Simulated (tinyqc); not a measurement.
What moves the results: Fermi-Dirac statistics of conduction electrons. A value that a table varies takes the place of the one given here.

Non-parabolic band E (1 + alpha E) = c k^2/m: n = Nc (2/sqrt(pi)) integral_0^infinity sqrt(x (1 + a x)) (1 + 2 a x) dx/(1 + exp(x - eta)) with a = alpha kT and eta = (EF - Ec)/kT; a = 0 gives n = Nc F_1/2(eta).

Constants: hbar^2/2m0 = 3.80998211 eV angstrom^2; kB = 8.617333262e-05 eV/K.

Inputs chosen for the exercise (near those of Ge, lowest valleys alone; the results hold for these values, not for the real material): m = 0.549 m0 (density-of-states mass of the conduction band); T = 400 K; alpha = 0.62 1/eV (non-parabolicity); m1 = 0.0809 m0 (mass of one isotropic band with spin); L = 100 angstrom (confinement length used to compare densities); n = 1.9e+20 1/cm^3 (electron density).

## Parabolic against non-parabolic filling

N = 2 (m kB T/(4 pi c))^(3/2) with c = hbar^2/2m0, in 1/angstrom^3; times 1e24 for 1/cm^3. k_F = (3 pi^2 n)^(1/3) and the energy E0 that solves E (1 + alpha E) = c k_F^2/m give the limit of zero temperature.

EF - Ec (meV):
```
n (1/cm^3)  parabolic  non-parabolic  non-parabolic, 0 K
2.0e+18         -69.5          -72.4                10.5
6.0e+18         -28.6          -31.8                21.6
2.0e+19          23.6           19.0                47.5
8.0e+19         114.3          102.8               115.1
2.0e+20         222.7          194.4               201.9
8.0e+20         570.7          443.7               448.0
```

How do the results move?

Non-parabolicity lowers EF by 2.9 meV at the lowest density and by 126.9 meV at the highest, where alpha (EF - Ec) = 0.28. Temperature lowers EF below its 0 K value by 82.9 meV at the lowest density and by 4.2 meV at the highest. EF enters the band between 6e+18 and 2e+19 1/cm^3. In Ge the Gamma and Delta valleys, 0.14 and 0.18 eV up, would start to fill in the rows with EF above about 100 meV.

## Dimension (statistics of electrons in three, two and one dimensions)

One band edge at E = 0, lambda = sqrt(4 pi c/(m1 kT)) with c = hbar^2/2m0. Densities with spin: n3 = (2/lambda^3) F_1/2(eta), n2 = (2/lambda^2) F_0(eta) with F_0 = ln(1 + exp(eta)), n1 = (2/lambda) F_-1/2(eta). F_j(eta) = (1/Gamma(j + 1)) integral_0^infinity x^j dx/(1 + exp(x - eta)), which tends to exp(eta) for eta << 0.

The last two columns turn the sheet and line densities into volume densities, n2/L and n1/L^2, over n3.

Densities:
```
eta  n3 (1/cm^3)  n2 (1/cm^2)  n1 (1/cm)  (n2/L)/n3  (n1/L^2)/n3
-4      1.62e+16     2.11e+10   2.76e+04       1.31         1.71
-2      1.15e+17     1.48e+11   1.89e+05       1.29         1.64
-1      2.91e+17     3.65e+11   4.49e+05       1.25         1.54
0       6.80e+17     8.07e+11   9.23e+05       1.19         1.36
1       1.40e+18     1.53e+12   1.57e+06       1.09         1.12
2       2.51e+18     2.48e+12   2.24e+06      0.987        0.890
4       5.79e+18     4.68e+12   3.34e+06      0.809        0.576
8       1.54e+19     9.32e+12   4.84e+06      0.604        0.314
```

lambda = 131.0 angstrom

What does this show?

Far below the edge all three follow exp(eta), and the ratios tend to lambda/L = 1.310 and its square. From eta = 4 to 8 the densities grow by 2.67, 1.99 and 1.45, near the powers 2^(3/2), 2 and 2^(1/2) that the densities of states E^(1/2), E^0 and E^(-1/2) give. One subband serves while EF stays several kT below the second, 4.0 kT up for hard walls; rows with a larger eta, if any, overfill it.

## What moves the Fermi level

N = 2 (m kB T/(4 pi c))^(3/2) with c = hbar^2/2m0, in 1/angstrom^3; times 1e24 for 1/cm^3. Each row changes one parameter from the base and keeps the others.

Results:
```
case                parabolic EF - Ec (meV)  non-parabolic EF - Ec (meV)
base                                 214.86                       188.05
m = 0.6039 m0                        194.39                       171.30
T = 450 K                            213.55                       185.93
n = 3.8e+20 1/cm^3                   345.61                       288.98
alpha = 0.93 1/eV                    214.86                       178.07
```

What does this show?

The largest shifts from the base row, up to three for each result and ties (the steps differ in size, so this ranks the rows, not the parameters). parabolic EF - Ec (meV): n +130.75, m -20.47, T -1.31; unchanged at the printed digits by alpha. non-parabolic EF - Ec (meV): n +100.93, m -16.75, alpha -9.98.

(tinyqc, `OMP_NUM_THREADS=1 python tinyqc.py 1680425 1680426 out.jsonl`, Intel(R) Xeon(R) Processor @ 2.30GHz, 1 thread, shared host, about 0.01 s.)
